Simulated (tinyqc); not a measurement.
Doping from resistivity.

Problem. A uniform, uncompensated and fully ionised sample has rho = 1/(q N mu), mu = m1 + (m2 (T/300 K)^(-bt) - m1)/(1 + (N/Nr)^am). Find N, mu and the diffusion coefficient mu Vt.

Parameters, values chosen for the exercise:
```
symbol,value,unit,meaning
T,350,K,temperature
m1,45.6,cm^2/(V s),mobility limit at high doping
m2,466,cm^2/(V s),"mobility limit at low doping, at 300 K"
Nr,2.2e17,cm^-3,reference doping of the mobility law
am,0.696,,exponent of the mobility law
bt,2.2,,temperature exponent of m2
```

Constants: q = 1.602176634e-19 C, kB = 1.380649e-23 J/K, Vt = kB T/q. Results are converted to the units shown.

resistivity = 2.4904808 ohm cm

Answer. With am below 1 the product N mu rises steadily with N, so one doping matches; it is found by iterating N = 1/(q rho mu(N)).

N = 8.200e15 cm^-3
mu = 305.6 cm^2/(V s)
diffusion coefficient = 9.218 cm^2/s

tinyqc, about 0.02 s, one thread, Intel Xeon 2.30GHz (shared host): `OMP_NUM_THREADS=1 python tinyqc.py 2110157 2110158 out.jsonl`
